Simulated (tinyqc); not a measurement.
Changing the temperature T: space-charge-limited current through a thin insulating or semi-insulating film with traps. Computed by tinyqc, a small Python program. Command: `OMP_NUM_THREADS=1 python tinyqc.py 3022910 3022911 out.jsonl sclc sweep`. One thread of a shared host (Intel(R) Xeon(R) Processor @ 2.30GHz), about 0.01 s of CPU time with the checks.

One ohmic injecting contact at x = 0 (field zero), drift only, non-degenerate free carriers.

Inputs (values chosen for the exercise, modelled on semi-insulating GaAs):
```
quantity,value,unit
permittivity eps,12.9,-
band mobility mu,4800,cm^2/(V s)
effective density of states N_c,5.1e+17,1/cm^3
trap density N_t,4e+16,1/cm^3
"equilibrium Fermi level below the band edge, E_0",0.87,eV
thickness d,980,nm
"free density at the anode, in units of N_c",0.00055,-
characteristic temperature T_c,1200,K
```

Traps: exponential tail.

Constants: k_B = 8.617333262e-05 eV/K; e = 1.602176634e-19 C; eps_0 = 8.8541878128e-12 F/m.

Method:
- Free density n_0 = N_c exp(-E_0/k_B T) in equilibrium; trapped density n_t(n) = N_t (n/N_c)^(T/T_c) (the low-temperature form).
- theta = n/(n + n_t) at the anode density; trap-filled-limit voltage V_TFL = e (N_t - n_t(n_0)) d^2/(2 eps eps_0).
- J = e mu n F and (eps eps_0/e) dF/dx = n - n_0 + n_t(n) - n_t(n_0) = rho(n). With F = J/(e mu n): d = (eps eps_0 J/(e^2 mu)) I_1 and V = (eps eps_0 J^2/(e^3 mu^2)) I_2, I_k = int_(n_L)^infinity dn/(n^(k+1) rho(n)), n_L the density at the anode; with u = n_L/n, 200 Gauss-Legendre points in t, u = 1 - (1 - t)^2.
- Anode field J/(e mu n_L); Mott-Gurney current (9/8) eps eps_0 mu V^2/d^3; ohmic current e n_0 mu V/d.

One run for each value:
```
temperature T (K),theta,voltage V (V),current density J (A/cm^2),n_0 (1/cm^3)
200,0.0239,10.58,42177,6.089e-05
236,0.0298,8.85,34851,1.345e-01
271,0.0368,7.45,28985,3.374e+01
307,0.0457,6.25,24017,2.664e+03
343,0.0565,5.25,19940,8.403e+04
379,0.0698,4.42,16597,1.376e+06
414,0.0854,3.75,13926,1.308e+07
450,0.1048,3.18,11670,9.204e+07
```

Describe and explain the trends.

Over the rows, theta rises from 0.0239 to 0.105 (exponent d ln y / d ln x 1.3 between the first rows and 2.4 between the last); voltage V (V) falls from 10.6 to 3.18 (exponent d ln y / d ln x -1.1 between the first rows and -2.0 between the last); current density J (A/cm^2) falls from 42200 to 11700 (exponent d ln y / d ln x -1.2 between the first rows and -2.1 between the last). The anode density is held fixed; heating frees trapped charge, so less voltage is needed for it.

Caution (rows 200, 236, 271, 307, 343): J V exceeds 1e5 W/cm^2, where self-heating, left out here, would matter. Caution (all rows): mu V/d exceeds 1e7 cm/s, so velocity saturation would limit the current.
